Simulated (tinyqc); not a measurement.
Propagation of a band-gap error through k.p and effective-mass formulas: one step. Binding energies and densities for both gaps.

Donor: R = Ry me/e0^2, a_B = a0 e0/me, Mott density (0.26/a_B)^3. Nc, Nv = 2 (m kT/(4 pi c))^(3/2), c = hbar^2/2m0, ni = sqrt(Nc Nv) exp(-E/2kT). Exciton: Ry mu/e0^2 with 1/mu = 1/me + g1(E). 1 angstrom^-3 = 1e24 cm^-3.

Constants: Ry = 13.60569312 eV; a0 (Bohr radius) = 0.5291772105 angstrom; kB = 8.617333262e-05 eV/K; hbar^2/2m0 = 3.80998211 eV angstrom^2.

Values chosen for the exercise (reference values near those of InP, gap at low temperature; shifted at random, so the results belong to these values and not to a real crystal): mh = 0.48 m0 (density-of-states mass of the holes); T = 300 K (temperature); Eg = 1.418 eV (gap at Gamma to the s-like level); Eg2 = 1.645 eV (a wrong gap, of the size a hybrid functional can give).

Band values at the two gaps:

| quantity | at Eg | at Eg2 | ratio |
|---|---|---|---|
| me | 0.0646821 | 0.0740533 | 1.14488 |
| g* | 1.30125 | 1.47567 | - |
| g1 | 5.07000 | 4.38879 | 0.86564 |
| g2 | 1.60000 | 1.25939 | 0.78712 |
| light hole | 0.120919 | 0.144769 | 1.19724 |
| heavy hole | 0.534759 | 0.534759 | 1.00000 |
| ei | 9.63000 | 8.94177 | 0.92853 |
| e0 | 12.6400 | 11.9518 | 0.94555 |

Question. Use the values of the table.

Give: a table of quantity, at Eg, at Eg2, ratio.

Answer.

Results:

| quantity | at Eg | at Eg2 | ratio |
|---|---|---|---|
| R (meV) | 5.508 | 7.053 | 1.28 |
| a_B (angstrom) | 103.4 | 85.41 | 0.826 |
| Mott density (cm^-3) | 1.589e+16 | 2.821e+16 | 1.78 |
| Nc (cm^-3) | 4.128e+17 | 5.057e+17 | 1.23 |
| ni (cm^-3) | 2.280e+06 | 3.128e+04 | 0.0137 |
| exciton (meV) | 4.148 | 5.323 | 1.28 |

Power laws carry the error on: the donor energy (me/e0^2) by a factor of 1.28, the Mott density (cube of me/e0) by 1.78. ni, with its exponential, changes by a factor of 0.0137, that is 1.9 decades.

tinyqc: `OMP_NUM_THREADS=1 python tinyqc.py 1850769 1850770 out.jsonl`; about 0.01 s, one thread, shared Intel(R) Xeon(R) Processor @ 2.30GHz.
